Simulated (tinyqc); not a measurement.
# Quantum point contact as a saddle point: effects of single changes

Potential V0 - m wx^2 x^2/2 + m wy^2 y^2/2; energies are counted from V0. Mode n = 0, 1, ... transmits T_n(E) = 1/(1 + exp(-2 pi (E - E_n)/wx)), E_n = wy (n + 1/2); each mode carries 2 q^2/h.

Parameters, values chosen for the exercise:
```
symbol  value  unit                             meaning
T         0.5     K                         temperature
wy        2.7   meV          transverse quantum hbar wy
wx        2.3   meV    curvature of the barrier hbar wx
mu       6.21   meV  Fermi level above the saddle point
```

Constants: q = 1.602176634e-19 C, kB = 1.380649e-23 J/K, Vt = kB T/q. Results are converted to the units shown.

Each table varies one quantity; the others keep the values above.

## Plateau quality against the barrier curvature

g(T) = int g(E) (-df/dE) dE = int g(mu + x kB T) dx/(4 cosh^2(x/2)), g(E) the zero-temperature value at E, g = G/(2 q^2/h).

Plateau quality against the barrier curvature:
```
wx (meV)  slope wy dg/dmu at mu = wy  slope at mu = 1.5 wy  g at mu = wy
0.41                        2.029e-7                 8.198         1.000
0.96                        0.005877                 4.169         1.000
1.52                         0.08795                 2.722         1.000
2.08                          0.2740                 2.016         1.000
2.64                          0.4847                 1.614         1.000
3.2                           0.6598                 1.371         1.000
3.76                          0.7831                 1.221         1.001
4.32                          0.8607                 1.130         1.003
```

What does the comparison show?

The slope on the first plateau rises from 2.03e-7 to 0.861 and the slope on the second riser falls from 8.20 to 1.13; a slope of 1 everywhere means no steps at all. The plateau slope passes 0.5 at wx = 3.2 meV among the rows.

## Differential conductance at finite bias

Same model as above.

With the bias V split evenly and the saddle held fixed, dI/dV = [g(mu + V/2) + g(mu - V/2)]/2, each thermally averaged.

Differential conductance at finite bias:
```
V (mV)  g(mu + V/2)  g(mu - V/2)  dI/dV
0             2.186        2.186  2.186
0.54          2.324        2.094  2.209
1.08          2.500        2.039  2.269
1.62          2.676        2.000  2.338
2.16          2.814        1.961  2.388
2.7           2.906        1.906  2.406
3.24          2.961        1.814  2.388
3.78          3.000        1.676  2.338
4.32          3.039        1.500  2.269
4.86          3.094        1.324  2.209
5.4           3.186        1.186  2.186
5.94          3.324        1.094  2.209
```

dI/dV moves up and down between 2.19 and 2.41 in units of 2 q^2/h. Right-movers gain modes (2.19 to 3.32) while left-movers lose them (2.19 to 1.09).

Computed by the program tinyqc: `OMP_NUM_THREADS=1 python tinyqc.py 2740012 2740013 out.jsonl`, one thread of a shared Intel Xeon 2.30GHz, about 0.02 s for the whole run.
